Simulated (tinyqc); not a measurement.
Three-phonon processes in a diatomic chain: dispersion, energy and momentum conservation, and decay channels of optical phonons: one step, computed by the program tinyqc.

Cell length a, two atoms, one spring constant. x = q a/pi runs from -1 to 1; A and O are the acoustic and optical branches. Matrix elements are not computed: only conservation laws and occupation factors are followed.

Question. Band edges. omega^2 = k (1/m + 1/M) -/+ k sqrt((1/m + 1/M)^2 - 4 sin^2(pi x/2)/(m M)); nu = 15.6333042 THz x sqrt(omega^2) for eV/(angstrom^2 u). Acoustic top sqrt(2 k/M), optical bottom sqrt(2 k/m), optical top sqrt(2 k (1/m + 1/M)).

Inputs (values chosen for the exercise, for a model chain): light mass m = 27 u; heavy mass M = 39.4 u; spring constant k = 13 eV/angstrom^2.

Constants: nu for 1 eV/(angstrom^2 u) = 15.6333042 THz.

Give: acoustic top; optical bottom; optical top; optical top over twice the acoustic top; optical bottom over twice the acoustic top; optical width over acoustic top.

Answer.

acoustic top = 12.70 THz

optical bottom = 15.34 THz

optical top = 19.92 THz

optical top over twice the acoustic top = 0.7841

optical bottom over twice the acoustic top = 0.6040

optical width over acoustic top = 0.3602

The zone-centre optical phonon can decay into two acoustic ones: this needs M/m <= 3.
